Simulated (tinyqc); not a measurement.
Composition and strain of an epitaxial Si(1-x)Ge(x) layer from Raman and X-ray peaks: one step, computed by the program tinyqc.

A (001) layer, biaxially strained in the plane. The Raman peaks follow empirical lines omega = w0 + c1 x + c3 x^3 + b eps (c3 for Si-Ge alone), with eps the in-plane strain.

Question. X-ray (004) reflection. Bragg angle theta = arcsin(2 lambda/a) for (004), for the substrate with a_sub and the layer with a_perp; separation in arc seconds.

Inputs (values chosen for the exercise, modelled on silicon-germanium): X-ray wavelength = 1.540598 angstrom.

Substrate: silicon.

substrate constant a_sub = 5.431 angstrom

a_perp = 5.614464 angstrom

Give: theta of the substrate; theta of the layer; separation, layer less substrate.

Answer.

theta of the substrate = 34.56 degree

theta of the layer = 33.28 degree

separation, layer less substrate = -4608 arcsec
